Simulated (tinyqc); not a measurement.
Yield per ion against the flux ratio: ion-assisted plasma etching: sheath, surface coverage, synergy and aspect-ratio dependence. Computed by tinyqc, a small Python program. Command: `OMP_NUM_THREADS=1 python tinyqc.py 3030785 3030786 out.jsonl etch walk`. One thread of a shared host (Intel(R) Xeon(R) Processor @ 2.30GHz), about 0.07 s of CPU time with the checks.

Radicals adsorb on bare sites; ions remove covered sites with a high yield and bare sites by sputtering; a slow spontaneous reaction acts everywhere, walls included.

Inputs (values chosen for the exercise, close to those used for silicon dioxide in a fluorocarbon plasma): plasma density n_e = 1.1e+11 1/cm^3; electron temperature T_e = 4.5 eV; ion mass M_i = 40 u; sheath voltage V = 630 V; radical density n = 3.1e+13 1/cm^3; radical mass M_n = 50 u; gas temperature T_g = 400 K; sticking coefficient s = 0.5; radicals per removed unit x = 3; yield slope b = 0.3 eV^(-1/2); threshold E_th = 26 eV; sputter slope b_p = 0.012 eV^(-1/2); sputter threshold E_p = 29 eV; spontaneous reaction probability k_c = 3.3e-05; solid density N = 2.2e+22 1/cm^3; ion temperature T_i = 0.71 eV.

Feature: round hole.

Constants: e = 1.602176634e-19 C; u = 1.6605390666e-27 kg; k_B = 1.380649e-23 J/K; eps_0 = 8.8541878128e-12 F/m.

Method:
- Bohm speed u_B = sqrt(e T_e/M_i); ion flux G_i = 0.61 n_e u_B; radical flux G_n = n c/4 with c = sqrt(8 k_B T_g/(pi M_n)).
- Debye length lambda_D = sqrt(eps_0 T_e/(e n_s)) with n_s = 0.61 n_e, T_e in volts; Child-law sheath d = (sqrt2/3) lambda_D (2 V/T_e)^(3/4); ion energy E = V + T_e/2; angular spread = arctan(sqrt(T_i/E)).
- Yields: Y = b (sqrt(E) - sqrt(E_th)) on covered sites, Y_p = b_p (sqrt(E) - sqrt(E_p)) on bare ones (zero below threshold).
- Steady coverage: s G_n (1 - theta) = x Y G_i theta; removal flux = Y G_i theta + Y_p G_i (1 - theta) + k_c G_n; rate = flux/N, 1 cm/s = 6e8 nm/min.
- The ion flux is fixed and the radical flux set by the ratio; the removal per ion is the removal flux over G_i.

yield Y = 6.01367

sputter yield Y_p = 0.237113

ion flux G_i = 2.21070e+16 1/(cm^2 s)

Open field:
```
G_n/G_i    theta  rate (nm/min)  removal per ion
0.3      0.00825          171.7           0.2848
1        0.02697          236.9           0.3929
3        0.07676          410.4           0.6806
10       0.21700          898.9           1.4910
30       0.45398         1724.7           2.8606
100      0.73485         2704.3           4.4853
300      0.89264         3257.8           5.4034
1000     0.96517         3524.4           5.8455
3000     0.98812         3644.0           6.0440
```

What does the comparison show, and why?

Coverage reaches one half at G_n/G_i = x Y/s = 36.1. Below that the ion-assisted part follows the radical flux, on top of the sputter floor Y_p = 0.237; above it the ion-assisted part saturates at Y = 6.01 per ion.
